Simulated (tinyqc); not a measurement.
Comparisons within one model: alloy A(1-x)B(x) by interpolation with bowing. A value that a table varies takes the place of the one given here.

Each gap follows E(x) = (1 - x) E_A + x E_B - C x (1 - x); the lattice constant follows Vegard, a(x) = (1 - x) a_A + x a_B.

Mass at Gamma from the Kane formula 1/m = F + Ep (Eg + 2 Dso/3)/(Eg (Eg + Dso)). F is fixed by the masses of A and B and interpolated linearly, as is Ep; Eg and Dso carry their bowing.

Constants: hc = 1239.841984 eV nm.

Values chosen for the exercise (A near InAs, B near AlAs; shifted at random, so the results belong to these values and not to a real crystal):
- a = (6.063, 5.657) angstrom (lattice constant of A, B)
- Eg = (0.412, 3.104) eV (gap at Gamma to the s-like level of A, B)
- EgX = (1.42, 2.241) eV (gap to the lowest valley along Gamma-X of A, B)
- EgL = (1.128, 2.439) eV (gap to L of A, B)
- C = (0.847, 0, 0) eV (bowing of the Gamma, X and L gaps)
- Dso = (0.39, 0.283) eV (spin-orbit splitting of A, B)
- Ep = (21.3, 21.2) eV (Kane energy of A, B)
- me = (0.0262, 0.1506) m0 (electron mass at Gamma of A, B)
- Cs = 0.11 eV (bowing of Dso)
- x = 0.8 (fraction of B)

## Gaps across the alloy

Eleven compositions.

Gaps (eV):

| x | a (angstrom) | Gamma | X | L | lowest | wavelength (nm) |
|---|---|---|---|---|---|---|
| 0.0 | 6.0630 | 0.412 | 1.420 | 1.128 | Gamma | 3009 |
| 0.1 | 6.0224 | 0.605 | 1.502 | 1.259 | Gamma | 2049 |
| 0.2 | 5.9818 | 0.815 | 1.584 | 1.390 | Gamma | 1522 |
| 0.3 | 5.9412 | 1.042 | 1.666 | 1.521 | Gamma | 1190 |
| 0.4 | 5.9006 | 1.286 | 1.748 | 1.652 | Gamma | 964 |
| 0.5 | 5.8600 | 1.546 | 1.831 | 1.784 | Gamma | 802 |
| 0.6 | 5.8194 | 1.824 | 1.913 | 1.915 | Gamma | 680 |
| 0.7 | 5.7788 | 2.119 | 1.995 | 2.046 | X | 622 |
| 0.8 | 5.7382 | 2.430 | 2.077 | 2.177 | X | 597 |
| 0.9 | 5.6976 | 2.759 | 2.159 | 2.308 | X | 574 |
| 1.0 | 5.6570 | 3.104 | 2.241 | 2.439 | X | 553 |

The lowest valley changes at x = 0.643 (Gamma to X, gap 1.948 eV). The Gamma gap is monotonic, since its bowing (0.847 eV) is smaller than the difference of the end gaps (2.692 eV); at x = 0.5 bowing lowers it by C/4 = 0.212 eV.

## Three ways to interpolate a mass

Linear in m, linear in 1/m, and the Kane formula.

Masses (m0):

| x | Eg (eV) | linear in m | linear in 1/m | Kane | Kane m/Eg (1/eV) |
|---|---|---|---|---|---|
| 0.000 | 0.412 | 0.0262 | 0.0262 | 0.0262 | 0.0636 |
| 0.125 | 0.656 | 0.0418 | 0.0292 | 0.0415 | 0.0633 |
| 0.250 | 0.926 | 0.0573 | 0.0330 | 0.0587 | 0.0634 |
| 0.375 | 1.223 | 0.0728 | 0.0380 | 0.0772 | 0.0631 |
| 0.500 | 1.546 | 0.0884 | 0.0446 | 0.0961 | 0.0622 |
| 0.625 | 1.896 | 0.1040 | 0.0542 | 0.1141 | 0.0602 |
| 0.750 | 2.272 | 0.1195 | 0.0689 | 0.1298 | 0.0571 |
| 0.875 | 2.675 | 0.1351 | 0.0945 | 0.1422 | 0.0532 |
| 1.000 | 3.104 | 0.1506 | 0.1506 | 0.1506 | 0.0485 |

At x = 0.5 the three give 0.0884, 0.0446 and 0.0961; judged by the largest distance, the Kane value is closer to the interpolation in m (largest distances 0.0103 m0 from the rule in m, 0.0610 m0 from the rule in 1/m). The ratio m/Eg varies by a factor of 1.31 while the gap varies by 7.53; a constant ratio is the two-band rule m = Eg/Ep at fixed Ep.

## What each parameter does

Gaps at x and the Kane mass. Each row changes one parameter from the base and keeps the others.

Results:

| case | Gamma (eV) | X (eV) | L (eV) | mass (m0) |
|---|---|---|---|---|
| base | 2.4301 | 2.0768 | 2.1768 | 0.1352 |
| x = 0.76 | 2.3034 | 2.0440 | 2.1244 | 0.1310 |
| C = (0.947, 0.1, 0.1) eV | 2.4141 | 2.0608 | 2.1608 | 0.1342 |
| Eg = (0.433, 3.104) eV | 2.4343 | 2.0768 | 2.1768 | 0.1289 |
| EgX = (1.42, 2.129) eV | 2.4301 | 1.9872 | 2.1768 | 0.1352 |
| EgL = (1.072, 2.439) eV | 2.4301 | 2.0768 | 2.1656 | 0.1352 |
| Ep = (23.4, 23.3) eV | 2.4301 | 2.0768 | 2.1768 | 0.1460 |
| Cs = 0.16 eV | 2.4301 | 2.0768 | 2.1768 | 0.1351 |

The largest shifts from the base row, up to three for each result and ties (the steps differ in size, so this ranks the rows, not the parameters). Gamma (eV): x -0.1267, C -0.0160, Eg +0.0042; unchanged at the printed digits by EgX, EgL, Ep and Cs. X (eV): EgX -0.0896, x -0.0328, C -0.0160; unchanged at the printed digits by Eg, EgL, Ep and Cs. L (eV): x -0.0524, C -0.0160, EgL -0.0112; unchanged at the printed digits by Eg, EgX, Ep and Cs. mass (m0): Ep +0.0108, Eg -0.0064, x -0.0043; unchanged at the printed digits by EgX and EgL.

Computed by tinyqc, a small Python program: `OMP_NUM_THREADS=1 python tinyqc.py 1080739 1080740 out.jsonl` (the numbers bound the seed that draws the inputs); one thread of a shared host (Intel(R) Xeon(R) Processor @ 2.30GHz), about 0.01 s for the whole set of steps.
